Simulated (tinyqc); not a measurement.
Trading HF for NH4F at fixed fluoride: speciation in dilute and buffered hydrofluoric acid, oxide etch rate and bath loading. Computed by tinyqc, a small Python program. Command: `OMP_NUM_THREADS=1 python tinyqc.py 3121531 3121532 out.jsonl hfetch walk`. One thread of a shared host (Intel(R) Xeon(R) Processor @ 2.30GHz), about 0.01 s of CPU time with the checks.

Concentrations stand for activities, NH4+ and Cl- are spectators, and water ionisation is neglected. H, F and HF2 denote the ions H+, F- and HF2-. The base temperature is 298 K.

Inputs (values chosen for the exercise, of the order of those for thermal oxide at room temperature): HF added = 1.4 mol/L; NH4F added = 4.9 mol/L; K1 = [H][F]/[HF] = 0.000621 mol/L; K2 = [HF2]/([HF][F]) = 3.51 L/mol; K3 = [H2F2]/[HF]^2 = 3.05 L/mol; rate constant of neutral HF k_a = 13 nm L/(min mol); rate constant of HF2 k_b = 69 nm L/(min mol).

Method:
- Fluoride balance: [HF] + [F] + 2 [HF2] + 2 [H2F2] = HF added + NH4F added. Acid balance: [H] + [HF] + [HF2] + 2 [H2F2] = HF added + HCl added. For a trial [H], [HF] = [H][F]/K1, and the fluoride balance is a quadratic in [F].
- Rate = k_a ([HF] + 2 [H2F2]) + k_b [HF2], an empirical two-term form.
- Total fluoride is held at HF + NH4F added, without HCl; x is the share added as HF.

Against x:
```
x         pH  [F] (mol/L)  [HF] (mol/L)  [HF2] (mol/L)  rate (nm/min)
0.05  5.7867   5.6863e+00       0.01496         0.2987          20.82
0.15  5.1155   4.4840e+00       0.05534         0.8710          61.06
0.30  4.4585   2.8324e+00       0.15869         1.5777         112.92
0.40  4.0740   1.9562e+00       0.26563         1.8239         134.90
0.50  3.7370   1.3269e+00       0.39150         1.8233         143.05
0.60  3.4443   8.9448e-01       0.51786         1.6259         140.18
0.75  3.0298   4.5985e-01       0.69146         1.1161         123.91
0.90  2.4839   1.5977e-01       0.84435         0.4735         100.18
1.00  1.3041   1.1638e-02       0.93052         0.0380          83.38
```

What follows from these numbers?

[HF2] is largest at x = 0.4 and the rate at x = 0.5 among these rows; HF2 needs both HF and F. At its best the mixture etches 1.72 times as fast as HF alone.

Extremes, crossings and ranges named in words are read from the listed rows.
